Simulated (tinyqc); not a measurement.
Thermal boundary conductance by the acoustic and diffuse mismatch models: one step, computed by the program tinyqc.

Each side has one longitudinal and two transverse Debye branches, omega = v q up to q_D = (6 pi^2 n)^(1/3), with n counting all atoms. Scattering at the interface is elastic. Electrons are left out of G, also for metals. Melting is ignored. G refers to the temperatures of the phonons sent towards the interface. Linear branches over all atoms overstate G at high T, most for crystals with several atoms a cell.

Question. Diffuse mismatch: transmission at low frequency. A phonon forgets its side and branch: alpha(1 to 2) = S_2/(S_1 + S_2), S_i = 1/vL_i^2 + 2/vT_i^2.

Inputs (values chosen for the exercise, modelled on aluminium (side 1) and gallium nitride (side 2)):
```
quantity                    value  unit
longitudinal velocity vL_1   6230   m/s
transverse velocity vT_1     2960   m/s
longitudinal velocity vL_2   7830   m/s
transverse velocity vT_2     4130   m/s
```

Structure: superlattice.

Give: S_1; S_2; diffuse alpha, 1 to 2.

Answer.

S_1 = 2.540e-07 s^2/m^2

S_2 = 1.336e-07 s^2/m^2

diffuse alpha, 1 to 2 = 0.3446
